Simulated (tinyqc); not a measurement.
# From barrier height back to potential of the wafer psi_2

Model: a particle near a wafer in liquid: double-layer and van der Waals forces (DLVO), deposition barrier and removal. Computed by tinyqc, a small Python program. Command: `OMP_NUM_THREADS=1 python tinyqc.py 3114215 3114216 out.jsonl dlvo inv`. One thread of a shared host (Intel(R) Xeon(R) Processor @ 2.30GHz), about 0.01 s of CPU time with the checks.

Sphere and flat wall, Derjaguin approximation, constant potentials in the linear-superposition form, no retardation and no hydration force.

Inputs (values chosen for the exercise, of the order of those for polymer latex on silicon in water):
```
quantity,value,unit
particle radius R,16,nm
Hamaker constant A,1.6e-20,J
potential of the particle psi_1,-28,mV
salt concentration c,0.002,mol/L
valence z of the symmetric salt,1,-
temperature T,298,K
dielectric constant of the liquid,78.4,-
```

Constants: e = 1.602176634e-19 C; N_A = 6.02214076e+23 1/mol; eps_0 = 8.8541878128e-12 F/m; k_B = 1.380649e-23 J/K; k_B = 8.617333262e-05 eV/K.

Method:
- kappa^2 = 2 z^2 e^2 N_A (1000 c)/(eps eps_0 k_B T); gamma_i = tanh(z e psi_i/(4 k_B T)); Z = 64 pi eps eps_0 (k_B T/(z e))^2 gamma_1 gamma_2.
- U(h) = Z R exp(-kappa h) - A R/(6 h); F(h) = -dU/dh = kappa Z R exp(-kappa h) - A R/(6 h^2), positive for repulsion.
- F = 0 reads x^2 exp(-x) = y with x = kappa h and y = A kappa/(6 Z); the left side peaks at x = 2 with 4/e^2 = 0.5413, so roots exist for smaller y: x < 2 is the barrier, x > 2 the secondary minimum.

Problem. A run gave the result below. Find the potential of the wafer psi_2, known to lie between -87 and -38 mV.

barrier height = 26.57634 k_B T

Solution.

Each step takes the trial c = (a f_b - b f_a)/(f_b - f_a), f being the result less the target; c replaces end b, the old b replaces a if the sign of f changed, and otherwise f_a is halved.

Scan of the range:
```
potential of the wafer psi_2 (mV),barrier height (k_B T)
-87.0,46.4189
-78.8,42.8616
-70.7,38.9956
-62.5,34.7300
-54.3,30.1291
-46.2,25.2906
-38.0,20.1533
```

False position (Illinois rule) inside the bracket:
```
step,end a,end b,trial,barrier height (k_B T)
1,-54.3000,-46.2000,-48.3525,26.6020
2,-46.2000,-48.3525,-48.3103,26.5765
3,-46.2000,-48.3103,-48.3097,26.5762
4,-48.3103,-48.3097,-48.3100,26.5763
```

Barrier height falls at every point of a 13-point scan of the range (every second point is shown), so one value fits; it is bracketed by -54.3 and -46.2. Answer: potential of the wafer psi_2 = -48.31 mV.

Caution: kappa R is not large, so the Derjaguin approximation is only rough at gaps of the order of the Debye length.
